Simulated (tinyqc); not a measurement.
# Worked calculation: drifting, spreading and decaying minority pulse (Haynes-Shockley), Crank-Nicolson time steps

Computed by the program tinyqc: `OMP_NUM_THREADS=1 python tinyqc.py 2310106 2310107 out.jsonl`, one thread of a shared Intel Xeon 2.30GHz, about 0.01 s for the whole run. Printed values are rounded.

Low injection in a uniform field: dn/dt = D d2n/dx2 - v dn/dx - n/tau with D = mu Vt and v = mu F towards +x. Exact solution on an infinite bar for a Gaussian start at x0: n = N0 exp(-t/tau) exp(-(x - x0 - v t)^2/(2 s^2))/sqrt(2 pi s^2), s^2 = s0^2 + 2 D t.

Parameters, values chosen for the exercise; mobility close to that of gallium arsenide at room temperature: temperature T = 300 K; minority-carrier mobility mu = 396 cm^2/(V s); sweep field along the drift F = 18 V/cm; mesh step hx = 6.1 um; lifetime tau = 1.4e-6 s; injected sheet density N0 = 4e11 cm^-2; time step dt = 1e-8 s; initial width (standard deviation) s0 = 6.2 um.

Constants: q = 1.602176634e-19 C, kB = 1.380649e-23 J/K, Vt = kB T/q. Results are converted to the units shown.

## Coefficients of the scheme

Exponentially fitted fluxes: d = F hx/Vt, B(d) = d/(exp(d) - 1), k = D dt/hx^2; (L n)_i = a n_(i-1) + b n_i + c n_(i+1) with a = k B(-d), c = k B(d), b = -a - c - dt/tau. Explicit steps keep n positive for dt up to 1/[(D/hx^2)(B(d) + B(-d)) + 1/tau].

D = 10.2374 cm^2/s
v = 7128 cm/s
d = 0.424725
a = 0.337674
b = -0.565639
c = 0.220822
positivity limit of dt = 1.76791e-8 s

dt is 0.57 times the explicit limit. On this mesh the fitted flux acts like a diffusion coefficient (d/2) coth(d/2) D = 1.01 D for a travelling pulse, before the error of the time steps.

## Initial pulse

Nodes x_i = i hx, i = 1 to 12, n = 0 at nodes 0 and 13; the Gaussian at t = 0 with x0 = 4 hx.

| node | n at t = 0 (1e14 cm^-3) |
|---|---|
| 1 | 0.03302 |
| 2 | 0.37135 |
| 3 | 1.58628 |
| 4 | 2.57382 |
| 5 | 1.58628 |
| 6 | 0.37135 |
| 7 | 0.03302 |
| 8 | 0.00112 |
| 9 | 0.00001 |
| 10 | 0.00000 |
| 11 | 0.00000 |
| 12 | 0.00000 |

## Step 1: densities after a time step

(L n)_i = a n_(i-1) + b n_i + c n_(i+1), n = 0 beyond the ends. Crank-Nicolson step: solve n(new) - L n(new)/2 = n + L n/2.

| node | n at t = 1 dt (1e14 cm^-3) |
|---|---|
| 1 | 0.09184 |
| 2 | 0.48122 |
| 3 | 1.40180 |
| 4 | 2.10558 |
| 5 | 1.58990 |
| 6 | 0.64174 |
| 7 | 0.15409 |
| 8 | 0.02556 |
| 9 | 0.00356 |
| 10 | 0.00048 |
| 11 | 0.00006 |
| 12 | 0.00001 |

## Step 2: densities after a time step

As before.

| node | n at t = 2 dt (1e14 cm^-3) |
|---|---|
| 1 | 0.13818 |
| 2 | 0.52773 |
| 3 | 1.25218 |
| 4 | 1.79472 |
| 5 | 1.52687 |
| 6 | 0.80681 |
| 7 | 0.28535 |
| 8 | 0.07375 |
| 9 | 0.01534 |
| 10 | 0.00280 |
| 11 | 0.00047 |
| 12 | 0.00008 |

## Step 3: densities after a time step

As before.

| node | n at t = 3 dt (1e14 cm^-3) |
|---|---|
| 1 | 0.16920 |
| 2 | 0.54057 |
| 3 | 1.13048 |
| 4 | 1.57264 |
| 5 | 1.44382 |
| 6 | 0.90124 |
| 7 | 0.40241 |
| 8 | 0.13627 |
| 9 | 0.03721 |
| 10 | 0.00868 |
| 11 | 0.00181 |
| 12 | 0.00034 |

## Course in time

The same steps, now on nodes 1 to 60 (n = 0 at nodes 0 and 61), for 24 steps; centre = sum x n/sum n. Deviations are from the exact pulse, as a share of its largest value on the nodes; a run counts as stable if they stay under 100 %.

Course of the iteration:

| step | hx sum n (cm^-2) | centre (um) | most negative n (cm^-3), 0 if none | largest deviation (% of the peak) |
|---|---|---|---|---|
| 1 | 3.96247e11 | 25.1694 | 0 | 2.44 |
| 2 | 3.91883e11 | 25.9828 | 0 | 2.96 |
| 3 | 3.87031e11 | 26.8360 | 0 | 2.95 |
| 4 | 3.81884e11 | 27.7191 | 0 | 2.78 |
| 5 | 3.76599e11 | 28.6233 | 0 | 3.33 |
| 6 | 3.71286e11 | 29.5416 | 0 | 4.29 |
| 7 | 3.66022e11 | 30.4686 | 0 | 5.30 |
| 8 | 3.60855e11 | 31.4002 | 0 | 6.34 |
| 9 | 3.55815e11 | 32.3336 | 0 | 7.39 |
| ... | ... | ... | ... | ... |
| 16 | 3.24674e11 | 38.7963 | 0 | 13.7 |
| 17 | 3.20782e11 | 39.7021 | 0 | 14.3 |
| 18 | 3.17012e11 | 40.6029 | 0 | 15.0 |
| 19 | 3.13355e11 | 41.4987 | 0 | 15.6 |
| 20 | 3.09806e11 | 42.3897 | 0 | 16.1 |
| 21 | 3.06359e11 | 43.2758 | 0 | 16.7 |
| 22 | 3.03007e11 | 44.1573 | 0 | 17.1 |
| 23 | 2.99746e11 | 45.0341 | 0 | 17.4 |
| 24 | 2.96570e11 | 45.9065 | 0 | 17.7 |

The run is stable. After 24 steps the deviation is 18 % of the peak. From step 1 to the last the centre has moved at 1.26 v and the content is 12 % below N0 exp(-t/tau). On an endless mesh these steps would give a speed of 1.00 v and a content of 1.00 times the exact one, from dt/tau = 0.00714 alone; the rest comes from the absorbing ends.
